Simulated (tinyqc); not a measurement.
Stacked nanosheet transistor, parasitic resistance, capacitance and delay: one step of the calculation.

Ns sheets share one contact on top; each has perimeter p = 2 (Ws + ts) and cross-section A = Ws ts; contact width Wc = Ws + 10 nm, stack height Hs = Ns pv. Sheet 1 is the top one. Contact length Lc = CPP - Lg - 2 Lsp, shared by two neighbouring gates. Source and drain sides are equal. The formulas are first-order estimates, not field solutions.

Question. Effective current, delay and energy. Ieff = (IH + IL)/2, delay CL Vdd/(2 Ieff), energy CL Vdd^2, with CL the load of an inverter that drives an equal one.

Parameters, values chosen for the exercise:
```
symbol,value,unit,meaning
Vdd,0.8,V,supply voltage
```

IH = I(Vdd, Vdd/2) = 109.79968 uA
IL = I(Vdd/2, Vdd), solved likewise = 48.703419 uA
CL = 335.32975 aF

Find: Ieff; delay; energy.

Answer.

Ieff = 79.252 uA
delay = 1.6925 ps
energy = 214.61 aJ

Program tinyqc, `OMP_NUM_THREADS=1 python tinyqc.py 2170101 2170102 out.jsonl`; Intel Xeon 2.30GHz, shared host, one thread, about 0.07 s.
